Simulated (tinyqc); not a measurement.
# Worked calculation: band bending at a free surface with a continuum of surface states, surface photovoltage and Kelvin probe

Program tinyqc, `OMP_NUM_THREADS=1 python tinyqc.py 2430037 2430038 out.jsonl`; Intel Xeon 2.30GHz, shared host, one thread, about 0.01 s. Printed values are rounded.

n-type bulk, xi = Ec - EF = Vt ln(Nc/Nd), p0 = ni^2/Nd, ni = sqrt(Nc Nv) exp(-Eg/(2 Vt)), Eg in volts. b is the upward band bending, u = b/Vt. Space charge per area, in units of q: Qc = sign(b) sqrt((2 eps0 eps_r Vt/q) [(Nd + dn)(exp(-u) - 1) + Nd u + (p0 + dn)(exp(u) - 1)]), with dn the excess density under light (flat quasi-Fermi levels; 0 in the dark). The states hold -Ds (E0 - xi - b): negative while the Fermi level lies above the neutrality level. Neutrality: Qc + Qf + (charge of the states) = 0.

Parameters, values chosen for the exercise; band and dielectric values close to those of gallium nitride: temperature T = 300 K; band gap Eg = 3.46 eV; relative permittivity eps_r = 9.5; conduction-band density of states at T Nc = 2.29e18 cm^-3; valence-band density of states at T Nv = 4.66e19 cm^-3; electron affinity chi = 4.09 eV; donor density Nd = 3.2e15 cm^-3; fixed positive charge at the surface Qf = 0 cm^-2; work function of the probe tip pt = 4.5 eV; density of surface states Ds = 2.9e12 cm^-2 eV^-1; depth of their neutrality level below the conduction edge E0 = 0.33 eV; excess carrier density under light dn = 7.4e12 cm^-3.

Constants: q = 1.602176634e-19 C, kB = 1.380649e-23 J/K, Vt = kB T/q, eps0 = 8.8541878128e-14 F/cm where lengths are in cm. Results are converted to the units shown.

## Bulk quantities

xi, ni, p0, the Debye length sqrt(eps0 eps_r Vt/(q Nd)) and the flat-band work function chi + xi.

xi = 0.169929 eV
ni = 8.94108e-11 cm^-3
p0 = 2.49821e-36 cm^-3
Debye length = 65.1258 nm
chi + xi = 4.25993 eV

## Iteration 1: band bending in the dark

b at the start = 0.13 V

Fixed-point step: b(new) = E0 - xi - (Qc(b) + Qf)/Ds.

b after iteration 1 = 0.139656 V

## Iteration 2: band bending in the dark

As before.

b after iteration 2 = 0.138737 V

## Course of the iteration

Stop when b changes by less than 1e-10 V, or after 40 iterations.

Course of the iteration:
```
iteration     b (V)  change (V)
1          0.139656     9.66e-3
2          0.138737     9.19e-4
3          0.138823     8.58e-5
4          0.138815     8.03e-6
5          0.138815     7.51e-7
6          0.138815     7.03e-8
7          0.138815     6.57e-9
8          0.138815    6.15e-10
9          0.138815    5.75e-11
```

Converged in 9 iterations. The step multiplies the error by -(dQc/db)/Ds = -0.094.

## Work function and Kelvin-probe reading

converged b = 0.138815 V

Work function chi + xi + b; contact potential difference CPD = (work function of the sample) - pt. Depth of EF below Ec at the surface: xi + b. Depletion width Qc/Nd.

xi + b = 0.308744 eV
Qc = 6.16411e10 cm^-2
Qc/Nd = 192.629 nm
work function = 4.39874 eV
CPD = -101.256 mV

The Fermi level lies 21.3 meV above the neutrality level.

## Surface photovoltage

Under chopped light the surface charge keeps its dark value, so b falls to bL with Qc(bL, dn) = Qc(b, 0); the photovoltage is b - bL. Qc rises with b, so bL follows by bisection.

bL = 0.129818 V
photovoltage = 8.99710 mV
share of b removed = 6.48135 %
excess holes at the surface, dn exp(bL/Vt) = 1.12222e15 cm^-3
